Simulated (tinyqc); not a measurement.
## Polarisation and half-bias from two TMR values

Question. A tunnel junction has TMR = TMR0/(1 + (V/Vh)^2), TMR0 = 2 P1 P2/(1 - P1 P2). Find TMR0, Vh and P2.

Inputs (values chosen for the exercise):
```
symbol  value  unit                                   meaning
P1       0.57        spin polarisation of the reference layer
```

TMR at 0.1 and 0.6 V (%): 115.97652  49.432616

Solution. 1/TMR is linear in V^2, and P1 P2 = TMR0/(2 + TMR0).

TMR0 = 120.6 %
Vh = 0.5000 V
P2 = 0.6600

Program tinyqc, `OMP_NUM_THREADS=1 python tinyqc.py 2450043 2450044 out.jsonl`; Intel Xeon 2.30GHz, shared host, one thread, about 0.01 s.
